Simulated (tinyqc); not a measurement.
Hubbard chain of 2 sites, step by step. One step of it, computed by the program tinyqc.

Problem. Mean-field iteration 2. H(up) = T + U n(down), H(down) = T + U n(up); fill the lowest levels; n(new) = n + mixing (n(out) - n); E = tr T (rho up + rho down) + U sum n_up n_down of the output.

one-body matrix (hopping and site energies) (eV), order 1, 2:
```
[[0.000000, -0.710000],
 [-0.710000, 0.000000]]
```

U = 1.000000 eV

electrons, up and down: [1, 1]

mixing = 0.200000

n(up) after iteration 1: [0.547025, 0.452975]

n(down) after iteration 1: [0.452975, 0.547025]

Give: levels, up; levels, down; energy; n(up) after iteration 2; n(down) after iteration 2.

Solution.

levels, up (eV): [-0.2116, 1.2116]

levels, down (eV): [-0.2116, 1.2116]

energy = -0.9191 eV

n(up) after iteration 2: [0.5442, 0.4558]

n(down) after iteration 2: [0.4558, 0.5442]
